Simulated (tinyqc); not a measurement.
The first four gaps: longitudinal sound in a periodic multilayer: transfer matrices, stop bands and folded phonons. Computed by tinyqc, a small Python program. Command: `OMP_NUM_THREADS=1 python tinyqc.py 3005614 3005615 out.jsonl multilayer walk`. One thread of a shared host (Intel(R) Xeon(R) Processor @ 2.30GHz), about 0.01 s of CPU time with the checks.

Layers 1 and 2 repeat with period d = d_1 + d_2; waves travel normal to the layers, without loss. State vector (u, s): displacement u and stress divided by omega. Impedances Z = rho v are in 1e6 kg/(m^2 s).

Inputs (values chosen for the exercise, modelled on gallium arsenide (layer 1), aluminium arsenide (layer 2) and silicon (substrate)): density rho_1 = 5.25 g/cm^3; velocity v_1 = 4800 m/s; thickness d_1 = 5.43 nm; density rho_2 = 3.75 g/cm^3; velocity v_2 = 5670 m/s; thickness d_2 = 6.47 nm; substrate density = 2.32 g/cm^3; substrate velocity = 8510 m/s.

Method:
- Z = rho v; interface reflection r = (Z_2 - Z_1)/(Z_2 + Z_1) (stress amplitude, from 1 into 2); Bragg frequency f_B = 1/[2 (d_1/v_1 + d_2/v_2)]; long-wave velocity v_eff = d/sqrt[(d_1/v_1)^2 + (d_2/v_2)^2 + (Z_1/Z_2 + Z_2/Z_1)(d_1/v_1)(d_2/v_2)].
- A layer maps (u, s) by [[cos p, sin p/Z], [-Z sin p, cos p]], p = 2 pi f d_i/v_i; one period is M = M_2 M_1, and cos(q d) = trace(M)/2.
- Gap m contains m f_B; its edges, where trace(M)/2 = (-1)^m, are found by root search. Weak-contrast estimate of the width: (4 f_B/pi) |r sin(m pi a)|, a = (d_1/v_1)/(d_1/v_1 + d_2/v_2).

Bragg frequency f_B = 220.037 GHz

Z_1 = 25.2

Z_2 = 21.2625

interface reflection r = -0.0847458

Stop bands (GHz):
```
m  lower edge  upper edge   width  weak-contrast estimate
1      208.15      231.92  23.770                  23.742
2      439.91      440.24   0.323                   0.323
3      648.23      671.99  23.766                  23.737
4      879.83      880.47   0.646                   0.646
```

With a = 0.498, gap 1 is the widest and gap 2 the narrowest: the layers are near a quarter wave each at f_B, so the even gaps almost close. The weak-contrast estimate misses the first width by -0.1 % at |r| = 0.08. Odd gaps open at the edge of the folded zone (q = pi/d), even ones at its centre.
